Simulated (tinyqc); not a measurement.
# Worked calculation: electron mobility in a silicon inversion layer, empirical terms and Matthiessen rule

Numbers from tinyqc (`OMP_NUM_THREADS=1 python tinyqc.py 2510157 2510158 out.jsonl`; about 0.01 s on one thread of a shared Intel Xeon 2.30GHz). Printed values are rounded.

Inversion layer of sheet density Ns on a uniformly doped body, under a high-permittivity gate with an interlayer. The mobility terms are empirical power laws with prefactors chosen for the exercise; adding their inverses (Matthiessen) is itself an approximation.

Inputs (values chosen for the exercise); material values close to those of silicon:
- T = 300 K (temperature)
- Eg = 1.13 eV (band gap)
- eps_r = 11.9 (relative permittivity of the semiconductor)
- Nc = 2.75e19 cm^-3 (conduction-band density of states at T)
- Nv = 2.68e19 cm^-3 (valence-band density of states at T)
- Nb = 2e17 cm^-3 (body doping)
- Vsb = 0 V (reverse body bias)
- eta = 0.5 (weight of the inversion charge in the effective field)
- Cox = 0.94 uF/cm^2 (gate capacitance)
- Ap = 422 cm^2/(V s) (phonon-limited mobility at 1 MV/cm and 300 K)
- As = 1250 cm^2/(V s) (roughness-limited mobility at 1 MV/cm)
- gs = 2 (exponent of the roughness term)
- Ac = 2000 cm^2/(V s) (Coulomb prefactor)
- Nit = 4.2e11 cm^-2 (charge at the interface)
- Ar = 340 cm^2/(V s) (remote-phonon mobility without interlayer)
- ti = 1.3 nm (interlayer thickness)
- lr = 0.5 nm (decay length of remote phonons)
- Ns = 8.9e12 cm^-2 (inversion density)
- WL = 1 (ratio W/L)
- Vd = 0.05 V (drain voltage)
- I = 21.5 uA (measured linear current)

Constants: q = 1.602176634e-19 C, kB = 1.380649e-23 J/K, Vt = kB T/q, eps0 = 8.8541878128e-14 F/cm where lengths are in cm. Results are converted to the units shown.

## Depletion charge and effective field

ni = sqrt(Nc Nv) exp(-Eg/(2 Vt)), Eg in volts; Ndep = sqrt(2 eps0 eps_r Nb (2 Vt ln(Nb/ni) + Vsb)/q); E = q (Ndep + eta Ns)/(eps0 eps_r), in MV/cm.

ni = 8.752890e9 cm^-3
Ndep = 1.518093e12 cm^-2
E = 0.9075076 MV/cm

The depletion charge gives 25.4 % of the field.

## Mobility terms and their sum

With t = T/(300 K): muC = Ac (Ns/1e12 cm^-2) t/(Nb/1e17 cm^-3 + Nit/1e11 cm^-2), muP = Ap E^(-1/3) t^(-1.75), muS = As E^(-gs), muR = Ar exp(2 ti/lr)/t; 1/mu is the sum of the inverses.

terms (cm^2/(V s)): Coulomb 2870.968, phonon 435.8754, roughness 1517.782, remote phonon 61632.56
mu = 301.4200 cm^2/(V s)
shares of 1/mu (%): Coulomb 10.49890, phonon 69.15280, roughness 19.85924, remote phonon 0.4890597

The phonon term limits most.

## Iteration 1: inversion density for the measured current

Ns at the start = 4.5e12 cm^-2

I = (W/L) q Ns mu Vd. E = q (Ndep + eta Ns)/(eps0 eps_r) in MV/cm. With t = T/(300 K): muC = Ac (Ns/1e12 cm^-2) t/(Nb/1e17 cm^-3 + Nit/1e11 cm^-2), muP = Ap E^(-1/3) t^(-1.75), muS = As E^(-gs), muR = Ar exp(2 ti/lr)/t; 1/mu is the sum of the inverses. Ns(new) = I/((W/L) q mu Vd).

E = 0.5729758 MV/cm
mu = 340.6062 cm^2/(V s)
Ns after iteration 1 = 7.879625e12 cm^-2

## Iteration 2: inversion density for the measured current

As before.

E = 0.8299285 MV/cm
mu = 313.7184 cm^2/(V s)
Ns after iteration 2 = 8.554962e12 cm^-2

## Course of the iteration: inversion density for the measured current

Stop when Ns changes by less than 1e5 cm^-2, or after 120 iterations.

Course of the iteration:
```
iteration   Ns (cm^-2)  |change| (cm^-2)
1          7.879625e12           3.38e12
2          8.554962e12           6.75e11
3          8.781055e12           2.26e11
4          8.861092e12           8.00e10
5          8.889914e12           2.88e10
6          8.900355e12           1.04e10
7          8.904145e12            3.79e9
8          8.905522e12            1.38e9
9          8.906023e12            5.00e8
10         8.906204e12            1.82e8
11         8.906271e12            6.61e7
12         8.906295e12            2.40e7
13         8.906303e12            8.73e6
14         8.906306e12            3.17e6
15         8.906308e12            1.15e6
16         8.906308e12            4.19e5
17         8.906308e12            1.52e5
18         8.906308e12            5.54e4
```

Converged in 18 iterations. At the end each change is about 0.36 times the one before: linear convergence.

## Split C-V extraction

```
point  Vg (V)  Cgc (uF/cm^2)       I (uA)
0         0.2    6.993047e-4  6.922192e-8
1         0.3    0.009975301  1.421040e-5
2         0.4      0.1258130  0.002541316
3         0.5      0.6486387    0.1518053
4         0.6      0.9115781     1.085361
5         0.7      0.9379701     2.673417
6         0.8      0.9398588     4.502099
7         0.9      0.9399902     6.382939
8           1      0.9399993     8.230223
9         1.1      0.9400000     10.00307
10        1.2      0.9400000     11.68253
11        1.3      0.9400000     13.26098
12        1.4      0.9400000     14.73678
```

Q(Vg) is the trapezoid sum of Cgc from the first point (where Q is taken as 0); mu_eff = I/((W/L) Q Vd); mu_FE = (dI/dVg)/((W/L) Cox Vd) with a backward difference. Listed from point 4 on.

```
point  Q (uC/cm^2)  mu_eff (cm^2/(V s))  mu_FE (cm^2/(V s))
4        0.1240566             174.9785            198.6290
5        0.2165340             246.9282            337.8843
6        0.3104254             290.0600            389.0813
7        0.4044179             315.6606            400.1786
8        0.4984173             330.2543            393.0392
9        0.5924173             337.7035            377.2014
10       0.6864173             340.3916            357.3325
11       0.7804173             339.8433            335.8400
12       0.8744173             337.0652            314.0002
```

At the last point mu_FE is 6.8 % below mu_eff: where the mobility falls with gate voltage the slope of I understates it.
